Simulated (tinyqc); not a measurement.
Vacuum evaporation: vapour pressure, source flux, thickness distribution, purity and step coverage: one step, computed by the program tinyqc.

Molecular flow, unit sticking of the metal, no re-evaporation. The background gas is taken as water vapour (18.015 g/mol, collision diameter 0.37 nm) at 300 K.

Question. Rate and uniformity on a fixed wafer above the source. A small source emits (n + 1) Phi area cos^n(phi)/(2 pi) per solid angle; on a parallel plane at height h and lateral distance l the arrival rate is (n + 1) Phi area/(2 pi h^2) x (1 + (l/h)^2)^(-(n + 3)/2). Growth rate = arrival rate x m/rho, m = M u. The wafer is fixed and centred above the source.

Inputs (values chosen for the exercise, modelled on silver, with constants for the liquid): molar mass M = 107.87 g/mol; film density rho = 10.5 g/cm^3; source temperature T = 1430 K; source area = 6.4 cm^2; directionality n = 3; source-to-wafer distance h = 42 cm; wafer radius R = 2.5 cm.

flux Phi = 7.967294e+18 1/(cm^2 s)

Constants: u = 1.6605390666e-27 kg.

Give: arrival rate at the centre; growth rate at the centre; edge over centre; non-uniformity (max - min)/(max + min); share of the material that lands on the wafer, 1 - (1 + (R/h)^2)^(-(n + 1)/2).

Answer.

arrival rate at the centre = 1.8402e+16 1/(cm^2 s)

growth rate at the centre = 3.1393 nm/s

edge over centre = 0.98945

non-uniformity (max - min)/(max + min) = 0.53052 %

share of the material that lands on the wafer, 1 - (1 + (R/h)^2)^(-(n + 1)/2) = 0.70487 %
